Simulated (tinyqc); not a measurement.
# Undoped symmetric double-gate MOSFET, analytic potential model: effect of the temperature

An undoped body of thickness ts between two equal insulators and tied gates; long channel, electrons only, n = ni exp((psi - V)/Vt) with V the quasi-Fermi potential (0 at the source, Vd at the drain), constant mobility, no quantisation. Across the body psi(x) = V - 2 Vt ln[(ts/(2 beta)) sqrt(q ni/(2 eps0 eps_r Vt)) cos(2 beta x/ts)], x from the centre. Q is the electron charge per area of the whole body.

Nc and Nv are given at 400 K and scale as (T/400 K)^1.5; Eg and mu are held fixed. ni = sqrt(Nc Nv) exp(-Eg/(2 Vt)), Eg in volts; r = eps_r tox/(eox ts); V0 = dphi + 2 Vt ln[(2/ts) sqrt(2 eps0 eps_r Vt/(q ni))]. beta (between 0 and pi/2) solves (Vg - V0 - V)/(2 Vt) = ln(beta) - ln(cos beta) + 2 r beta tan(beta). Q = 8 eps0 eps_r Vt beta tan(beta)/ts; I = mu (1/L)(4 eps0 eps_r/ts)(2 Vt)^2 [g(beta_s) - g(beta_d)] per width, g = beta tan(beta) - beta^2/2 + r beta^2 tan^2(beta), with beta_s at V = 0 and beta_d at V = Vd.  I(low) is taken at Vg = 0.12 V, Qs and I(high) at Vg = 0.87 V.

Inputs (values chosen for the exercise); material values close to those of germanium: band gap Eg = 0.669 eV; relative permittivity of the semiconductor eps_r = 16.3; conduction-band density of states at the reference temperature Nc = 1.59e19 cm^-3; valence-band density of states at the reference temperature Nv = 9.25e18 cm^-3; relative permittivity of the gate insulator eox = 21.6; insulator thickness tox = 6.5 nm; body thickness ts = 15 nm; gate work function less that of the intrinsic body dphi = 0.12 V; channel mobility mu = 160 cm^2/(V s); gate length L = 0.5 um; drain voltage Vd = 0.05 V.

Constants: q = 1.602176634e-19 C, kB = 1.380649e-23 J/K, Vt = kB T/q, eps0 = 8.8541878128e-14 F/cm where lengths are in cm. Results are converted to the units shown.

Effect of the temperature:
```
T (K)   V0 (V)  I(low) (nA/um)  Qs(high) (nC/cm^2)  I(high) (uA/um)
220    0.41473       1.4557e-4              2084.6           31.234
250    0.40793       0.0016171              2076.5           31.134
280    0.40098        0.010983              2072.6           31.099
310    0.39388        0.052450              2072.3           31.119
340    0.38666         0.19294              2074.9           31.186
370    0.37933         0.58159              2080.3           31.295
400    0.37189          1.5006              2088.0           31.440
430    0.36436          3.4201              2097.7           31.618
```

As T goes from 220 to 430 K, I(low) rises from 1.46e-4 to 3.42 nA/um and I(high) goes from 31.2 through a minimum of 31.1 (at T = 280 K among the rows listed) to 31.6 uA/um. V0 falls from 0.415 to 0.364 V. In every row the surface density at the source at the higher gate voltage passes 0.3 Nc, where Boltzmann statistics fail. In every row the mobility is held fixed, though a real one changes with T.

Program tinyqc, `OMP_NUM_THREADS=1 python tinyqc.py 2440077 2440078 out.jsonl`; Intel Xeon 2.30GHz, shared host, one thread, about 0.01 s.
